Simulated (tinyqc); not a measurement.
## Bulk resistivity and mean free path from two films

Question. In the thick-film limit single-crystal films obey rho = rho0 (1 + 3 (1 - ps) lam/(8 d)). Find rho0, lam and the product rho0 lam.

Parameters, values chosen for the exercise:
```
symbol,value,unit,meaning
ps,0.4,,specular share of surface scattering
```

rho at d = 45 and 100 nm (uohm cm): 2.8689000  2.7320050

Solution. rho is a straight line in 1/d: the intercept is rho0 and the slope (3/8)(1 - ps) rho0 lam. Without ps only the product (1 - ps) lam could be found.

rho0 = 2.62 uohm cm
lam = 19.0 nm
rho0 lam = 49.8 uohm cm nm

Computed by the program tinyqc: `OMP_NUM_THREADS=1 python tinyqc.py 2100153 2100154 out.jsonl`, one thread of a shared Intel Xeon 2.30GHz, about 0.01 s for the whole run.
